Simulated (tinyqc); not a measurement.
# Thin-film transistor with exponential tail and deep states, accumulation layer: two studies

An undoped film in accumulation, thicker than the space-charge layer. With band bending psi the Fermi level lies E0 - psi below the band edge. Free electrons n = n0 exp(psi/Vt) carry the current; electrons in two exponential distributions of traps, a = a0 exp(psi/Va) and d = d0 exp(psi/Vp), do not. Linear regime, ohmic contacts, traps in equilibrium.

Parameters, values chosen for the exercise; values close to those of an organic semiconductor:
- T = 290 K (temperature)
- eps_r = 3.2 (relative permittivity of the semiconductor)
- Nc = 1.2e20 cm^-3 (density of extended states)
- mb = 3.2 cm^2/(V s) (band mobility)
- Nt = 1.2e20 cm^-3 (total density of tail states)
- Tt = 440 K (characteristic temperature of the tail)
- Nd = 2.3e17 cm^-3 (total density of deep states)
- Td = 1330 K (characteristic temperature of the deep states)
- E0 = 0.4 eV (bulk Fermi level below the band edge)
- Ci = 60 nF/cm^2 (gate capacitance)
- WL = 20 (ratio W/L)
- Vd = 0.1 V (drain voltage)
- Vg = 3.9 V (gate voltage above flat band)

Constants: q = 1.602176634e-19 C, kB = 1.380649e-23 J/K, Vt = kB T/q, eps0 = 8.8541878128e-14 F/cm where lengths are in cm. Results are converted to the units shown.

Each table varies one quantity; the others keep the values above.

## Effect of the gate capacitance

Va = kB Tt/q, Vp = kB Td/q; n0 = Nc exp(-E0/Vt), a0 = Nt th(T/Tt) exp(-E0/Va), d0 = Nd th(T/Td) exp(-E0/Vp), th(x) = pi x/sin(pi x). G(psi) = sum over the three kinds of c0 [V (exp(psi/V) - 1) - psi], field F = sqrt(2 q G/(eps0 eps_r)); Vg = psi + eps0 eps_r F/Ci at the surface. Total charge Q = Ci (Vg - psi_s); free charge Qf = q times the integral of n0 (exp(psi/Vt) - 1)/F over psi from 0 to psi_s; I = (W/L) mb Qf Vd; effective mobility mb Qf/Q.

Results:
```
Ci (nF/cm^2)  E0 - psi_s (eV)  Q (nC/cm^2)  free share (%)  effective mobility (cm^2/(V s))  I (nA)
12                     0.2350        44.82          0.8599                          0.02752   2.467
19                     0.2015        70.33           1.314                          0.04206   5.916
30                     0.1680        110.0           2.040                          0.06529   14.37
46                     0.1367        167.3           3.086                          0.09876   33.04
73                     0.1031        263.0           4.789                           0.1533   80.62
180                   0.03909        637.0           10.72                           0.3430   437.1
```

Estimate the missing row, Ci = 110 nF/cm^2.

Computed row:
```
Ci (nF/cm^2)  E0 - psi_s (eV)  Q (nC/cm^2)  free share (%)  effective mobility (cm^2/(V s))  I (nA)
110                   0.07371        393.1           6.982                           0.2234   175.7
```

With this row back in the table: As Ci goes from 12 to 180 nF/cm^2, the free share rises from 0.860 to 10.7 %, the distance of the Fermi level from the edge falls from 0.235 to 0.0391 eV and the current rises from 2.47 to 437 nA. At Ci = 180 nF/cm^2 the surface Fermi level is within 2 Vt of the band edge, where the exponential forms fail. For Ci = 73 to 180 nF/cm^2 the th form, which assumes a Fermi level far below the edge, overcounts the filled tail at the surface by more than 15 %.

## Effect of the characteristic temperature of the tail

Same model as above.

Effect of the characteristic temperature of the tail:
```
Tt (K)  E0 - psi_s (eV)  Q (nC/cm^2)  free share (%)  effective mobility (cm^2/(V s))  I (nA)
360              0.1101        216.6           5.901                           0.1888   81.80
400              0.1123        216.7           5.110                           0.1635   70.87
440              0.1173        217.0           3.980                           0.1274   55.28
480              0.1239        217.4           2.939                          0.09405   40.90
520              0.1314        217.9           2.104                          0.06732   29.34
560              0.1395        218.4           1.479                          0.04732   20.67
600              0.1480        218.9           1.030                          0.03297   14.43
640              0.1566        219.4          0.7168                          0.02294   10.06
```

As Tt goes from 360 to 640 K, the free share falls from 5.90 to 0.717 %, the distance of the Fermi level from the edge rises from 0.110 to 0.157 eV and the current falls from 81.8 to 10.1 nA. Q varies by only 1.3 %: the gate sets the charge, the traps decide how much of it moves. For Tt = 360 to 440 K the th form, which assumes a Fermi level far below the edge, overcounts the filled tail at the surface by more than 15 %.

Program tinyqc, `OMP_NUM_THREADS=1 python tinyqc.py 2610106 2610107 out.jsonl`; Intel Xeon 2.30GHz, shared host, one thread, about 0.02 s.
